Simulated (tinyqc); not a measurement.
Inside a calculation. Model: front-illuminated p-i-n photodiode, quantum efficiency and bandwidth.

Program tinyqc, `OMP_NUM_THREADS=1 python tinyqc.py 2250101 2250102 out.jsonl`; Intel Xeon 2.30GHz, shared host, one thread, about 0.01 s. Printed values are rounded.

Light enters through a p layer (0 to xp), a depleted layer (xp to xp + wi) and a thick n substrate, decaying as exp(-al x); one pass, no back reflection. Carriers made in the depleted layer are all collected; those in the neutral layers diffuse.

Values chosen for this exercise; values close to those of silicon at this wavelength: wavelength lam = 1000 nm; absorption coefficient al = 61.6 1/cm; reflectance of the front face Rf = 0.05; relative permittivity eps_r = 11.4; thickness of the front p layer xp = 0.052 um; thickness of the depleted layer wi = 60 um; electron diffusion coefficient in the p layer Dn = 7.8 cm^2/s; electron diffusion length in the p layer Ln = 0.28 um; recombination velocity of the front surface S = 9e6 cm/s; hole diffusion length in the thick n substrate Lp = 1.3 um; electron drift velocity ve = 9.92e6 cm/s; hole drift velocity vh = 7.31e6 cm/s; diameter dia = 17 um; load resistance RL = 50 ohm; parasitic capacitance Cp = 90 fF; modulation frequency f = 0.4 GHz.

Constants: q = 1.602176634e-19 C, h = 6.62607015e-34 J s, c = 299792458 m/s, eps0 = 8.8541878128e-14 F/cm where lengths are in cm. Results are converted to the units shown.

## Quantum efficiency

k = al Ln, s = S Ln/Dn, e = exp(-al xp); front layer f1 = (k/(k^2 - 1)) {[s + k - e (s cosh(xp/Ln) + sinh(xp/Ln))]/[s sinh(xp/Ln) + cosh(xp/Ln)] - k e}; depleted layer f2 = e (1 - exp(-al wi)); substrate f3 = e exp(-al wi) al Lp/(1 + al Lp); external efficiency (1 - Rf)(f1 + f2 + f3); responsivity = efficiency q lam/(h c).

s = 32.3077
f1 = 1.82311e-4
f2 = 0.308890
f3 = 0.00548789
external efficiency = 0.298833
responsivity = 0.241025 A/W

The front layer absorbs 0.0320 % of the light that enters and collects 56.9 % of that. Diffusion from the neutral layers makes up 1.80 % of the current.

## Response at one frequency

Drift response for pairs made in the depleted layer, a = al wi, g = 1 - exp(-a), u = 2 pi i f, te = wi/ve, th = wi/vh: electrons He = [g - a (exp(-a) - exp(-u te))/(u te - a)]/(u te g), holes Hh = [g - a (1 - exp(-a - u th))/(a + u th)]/(u th g); C = eps0 eps_r pi (dia/2)^2/wi + Cp; total |He + Hh|/sqrt(1 + (2 pi f RL C)^2), for the current of the depleted layer alone.

te = 604.839 ps
th = 820.793 ps
He = 0.431657-0.245815i
Hh = 0.331541-0.254170i
|He + Hh| = 0.912391
C = 90.3818 fF
total response = 0.912332

The drift response alone falls to 1/sqrt(2) at 0.777 GHz and the RC term alone at 35.2 GHz; together they give 0.777 GHz for this part of the current; the diffusion currents, left out, respond on their own time scales.
